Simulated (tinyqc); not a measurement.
# Classical Heisenberg spin chain: exact results, Metropolis, heat-bath and over-relaxation steps, and a Monte Carlo run, step by step

A worked calculation. Computed by tinyqc, a small Python program that keeps every step. Command: `OMP_NUM_THREADS=1 python tinyqc.py 3130395 3130396 out.jsonl heismc walk`. One thread of a shared host (Intel(R) Xeon(R) Processor @ 2.30GHz), about 0.2 s of CPU time with the checks. Intermediate numbers are printed to about 6 digits and carried at full precision; extremes and crossings named in words are read from the listed rows.

E = -J sum_i s_i . s_(i+1) for unit vectors s_i on an open chain; K = J/(k_B T).

Inputs (values chosen for the exercise, for a model chain of large moments):

| quantity | value | unit |
|---|---|---|
| coupling J | 18 | meV |
| temperature T | 72 | K |
| moment mu | 2.7 | mu_B |
| length N of the open chain | 12 | - |
| seed | 370077 | - |

Update: heat bath with over-relaxation.

Constants: k_B = 8.617333262e-05 eV/K; mu_B = 5.7883818060e-05 eV/T.

## Exact results

Each bond angle is independent, so u = <s_i . s_(i+1)> = coth K - 1/K, <s_i . s_(i+n)> = u^n, correlation length xi = -1/ln|u|, energy per bond -J u, heat capacity per bond c/k_B = 1 - K^2/sinh^2 K, and for the long chain chi = mu^2 (1 + u)/(3 k_B T (1 - u)) per spin.

K = 2.90113

u = 0.661366

xi = 2.41869 sites

energy per bond = -11.9046 meV

heat capacity = 0.897687 k_B/bond

chi over the Curie value = 4.90609

chi = 0.111223 mu_B/T per spin

## Finite chain

For N spins, <|sum s|^2>/N = (1 + u)/(1 - u) - 2 u (1 - u^N)/(N (1 - u)^2); the long chain has (1 + u)/(1 - u), chi over the Curie value, and the difference is relative to it.

<|sum s|^2>/N = 3.95158

difference from the long chain = -19.4555 %

## Four single-spin steps

four neighbouring spins (rows; components x, y, z):
```
         1        2        3
1   0.2694   0.4939  -0.8267
2  -0.4440   0.8304  -0.3366
3  -0.1210  -0.1642  -0.9790
4   0.8913   0.4469  -0.0773
```

random numbers, one row a step:
```
        1       2       3
1  0.9827  0.5988  0.1962
2  0.3239  0.9944  0.6861
3  0.1967  0.1958  0.1678
4  0.3598  0.0652  0.3971
```

The given spins are first normalised. Spins 2 and 3 are updated in turn, with h = K (sum of the two neighbours). Heat bath: cos(theta) = 1 + ln(1 - r1 (1 - exp(-2 |h|)))/|h| about n = h/|h|, azimuth 2 pi r2 = phi in the frame a = n x z/|n x z|, b = n x a: s = n cos(theta) + sin(theta)(a cos(phi) + b sin(phi)); r1, r2 are the first two numbers of the row. Steps 2 and 4 are reflections, s -> 2 (s . h) h/|h|^2 - s, which keep the energy and use no random number.

Steps:

| spin | \|h\| | h . s before | h . s after | move | x | y | z |
|---|---|---|---|---|---|---|---|
| 2 | 5.34257 | 2.36646 | 1.28682 | heat bath | -0.473294 | 0.871944 | -0.125327 |
| 3 | 4.05643 | -0.19946 | -0.19946 | reflection | 0.091600 | 0.071437 | 0.993230 |
| 2 | 2.00508 | 0.87389 | 1.79049 | heat bath | 0.648152 | 0.735687 | -0.196630 |
| 3 | 5.68743 | -0.13514 | -0.13514 | reflection | -0.128918 | -0.100104 | -0.986590 |

## A run and its error bars

From the ordered state (alternating for J < 0), with each spin drawn from exp(h . s), h = K x sum of neighbours, 200 sweeps are discarded and 1600 recorded (even and odd sites in turn, each heat-bath sweep followed by two sweeps of reflections; random numbers not printed, so these rows are one sample). Errors are the scatter of block means over sqrt(number of blocks).

Blocking:

| block length | mean bond product | error | <\|sum s\|^2>/N | error |
|---|---|---|---|---|
| 1 | 0.657941 | 0.00247612 | 3.90302 | 0.0554896 |
| 4 | 0.657941 | 0.00282099 | 3.90302 | 0.0624195 |
| 16 | 0.657941 | 0.00296472 | 3.90302 | 0.0675794 |
| 40 | 0.657941 | 0.00310993 | 3.90302 | 0.0768495 |
| 80 | 0.657941 | 0.00285603 | 3.90302 | 0.0705958 |

With blocks of 40 the bond product is 1.1 error bars from the exact u = 0.6614, and <|sum s|^2>/N is 0.6 from the exact 3.952. Blocking to 40 changes the two errors by factors 1.3 and 1.4.

Checks made by the program: c against a difference of the energy (relative difference 2e-09).
